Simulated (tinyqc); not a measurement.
Changing the atoms per cluster m: solid solubility of a dopant against its melt (retrograde solidus), clustering and the electrically active fraction. Computed by tinyqc, a small Python program. Command: `OMP_NUM_THREADS=1 python tinyqc.py 3029079 3029080 out.jsonl retro sweep`. One thread of a shared host (Intel(R) Xeon(R) Processor @ 2.30GHz), about 0.01 s of CPU time with the checks.

Inputs (values chosen for the exercise):
```
quantity                                       value            unit
total dopant density N_t                     5.4e+20          1/cm^3
cluster scale N* at 1273 K                   1.9e+20          1/cm^3
activation energy E_b of the cluster scale      0.46              eV
anneal temperature T_a                          1250               K
prefactor of n_i                            3.88e+16  1/(cm^3 K^1.5)
energy E_i in n_i                              0.604              eV
mobility mu                                       60      cm^2/(V s)
```

Clustering: clusters that take up free electrons.

Constants: k_B = 8.617333262e-05 eV/K; e = 1.602176634e-19 C.

Method. A highly soluble donor (another dopant than that of the solidus) is limited by clustering. Donors N_a are active, and clusters hold m atoms each: N_t = N_a + m C, m C = N* (N_a/N*)^m (n/N*)^m, each atom taking one electron, n = N_a/2 + sqrt(N_a^2/4 + n_i^2), n_i = prefactor x T^1.5 exp(-E_i/(k_B T)), with N*(T) = N*(1273 K) exp[-(E_b/k_B)(1/T - 1/1273)]. Resistivity = 1/(e mu N_a).

One run for each value:
```
atoms per cluster m  active density N_a (1/cm^3)  active fraction
2                                     2.0633e+20          0.38209
3                                     1.9654e+20          0.36397
4                                     1.9148e+20          0.35460
5                                     1.8840e+20          0.34889
6                                     1.8633e+20          0.34505
```

Describe the trends.

Over the rows, active density N_a (1/cm^3) falls from 2.06e20 to 1.86e20 (exponent d ln y / d ln x -0.12 between the first rows and -0.061 between the last); active fraction falls from 0.382 to 0.345 (exponent d ln y / d ln x -0.12 between the first rows and -0.061 between the last).

Caution (all rows): this clustering law is a generic form; degeneracy and a doping-dependent mobility are left out.
